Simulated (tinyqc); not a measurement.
# Input admittance of a MOSFET at zero drain bias: distributed channel and distributed gate: effects of single changes

Source and drain grounded, strong inversion, w = 2 pi f, Cox = eps0 eox/tox. The channel is an RC line of resistance 1/(mu Cox Vo) per square fed from both ends, so one finger has the intrinsic admittance y = i w Cox L tanh(g)/g per width, g = (1/2) sqrt(i w tau), tau = L^2/(mu Vo). The vertical resistance rv/L is in series with y, the overlaps 2 i w Cov in parallel: y_t = 1/(1/y + rv/L) + 2 i w Cov. The gate strip is a line of Rsh/L per length loaded by y_t, so a finger has Y = y_t Wf tanh(k)/k, k = (Wf/sd) sqrt(y_t Rsh/L); the device has Nf Y.

Parameters, values chosen for the exercise; values of the order met in silicon radio-frequency transistors:
```
symbol  value        unit                                                                 meaning
eox       3.9              relative permittivity of the gate insulator (close to silicon dioxide)
tox         2          nm                                                     insulator thickness
L        0.49          um                                                          channel length
Wf         17          um                                                            finger width
Nf         16                                                                   number of fingers
mu        290  cm^2/(V s)                                                        channel mobility
Vo       0.38           V                                                          gate overdrive
Rsh       6.9  ohm/square                                            sheet resistance of the gate
rv          0    ohm um^2                                  vertical resistivity of the gate stack
sd          1                                       number of ends at which a finger is contacted
Cov      0.38       fF/um                             overlap and fringe capacitance on each side
f           6         GHz                                                               frequency
```

Constants: eps0 = 8.8541878128e-14 F/cm where lengths are in cm. Results are converted to the units shown.

Each table varies one quantity; the others keep the values above.

## Input impedance against frequency

Low-frequency limits, with c = Cox L and ct = c + 2 Cov: R_strip = Rsh Wf/(3 sd^2 L Nf), R_ch = (c/ct)^2 L/(12 mu Cox Vo Wf Nf), R_vert = (c/ct)^2 rv/(L Wf Nf), C = ct Wf Nf. Z = 1/(Nf Y) = R + 1/(i w C), Q = |Im Z|/R, far-point signal |1/cosh k|.

The same in every row: low-frequency R (ohm) = 5.652.

Result of one run:
```
f (GHz)  w tau    |k|  R (ohm)  C (fF)       Q  signal at the far point
200      27.38  4.485    3.003   549.3  0.4824                  0.03523
```

What becomes of these results when the frequency f is changed from 200 to 1 GHz, all else the same?

Result of the changed run:
```
f (GHz)   w tau     |k|  R (ohm)  C (fF)      Q  signal at the far point
1        0.1369  0.4855    5.649    2505  11.25                   0.9942
```

The whole series:
```
f (GHz)     w tau     |k|  R (ohm)  C (fF)       Q  signal at the far point
0.06     0.008214  0.1189    5.652    2508   187.2                    1.000
0.2       0.02738  0.2171    5.651    2508   56.15                   0.9998
0.4       0.05476  0.3071    5.651    2507   28.08                   0.9991
1          0.1369  0.4855    5.649    2505   11.25                   0.9942
3          0.4107  0.8407    5.628    2480   3.801                   0.9509
9           1.232   1.451    5.461    2292   1.413                   0.7105
20          2.738   2.135    4.952    1849  0.8690                   0.3954
70          9.583   3.504    3.702    1087  0.5648                  0.09509
200         27.38   4.485    3.003   549.3  0.4824                  0.03523
```

R falls from 5.65 to 3.00 ohm and C falls from 2510 to 549 fF. Q goes as f^(-1.00) between the first two rows and f^(-0.15) between the last two, where w tau = 27.4 and |k| = 4.49. The low-frequency limits hold both R and C within 5 % up to f = 3 GHz among the rows.

## Effect of the gate overdrive

Same model as above.

Effect of the gate overdrive:
```
Vo (V)    w tau     |k|  R (ohm)  low-frequency R (ohm)  C (fF)       Q  signal at the far point
0.2      1.5606  1.1826   6.1363                 6.2494  2397.7  1.8029                  0.81440
0.35    0.89178  1.1871   5.6169                 5.7085  2402.1  1.9660                  0.83444
0.5     0.62425  1.1883   5.4092                 5.4921  2402.9  2.0407                  0.84324
0.65    0.48019  1.1887   5.2974                 5.3756  2403.2  2.0836                  0.84816
0.8     0.39015  1.1889   5.2276                 5.3028  2403.3  2.1113                  0.85130
0.95    0.32855  1.1890   5.1798                 5.2530  2403.3  2.1308                  0.85348
1.1     0.28375  1.1891   5.1451                 5.2167  2403.3  2.1452                  0.85507
1.25    0.24970  1.1892   5.1187                 5.1892  2403.3  2.1563                  0.85629
```

What does the table show?

As Vo goes from 0.2 to 1.25, R falls from 6.14 to 5.12 ohm, C stays near 2400 fF and Q rises from 1.80 to 2.16. Only the channel term depends on Vo.

Numbers from tinyqc (`OMP_NUM_THREADS=1 python tinyqc.py 2262043 2262044 out.jsonl`; about 0.01 s on one thread of a shared Intel Xeon 2.30GHz).
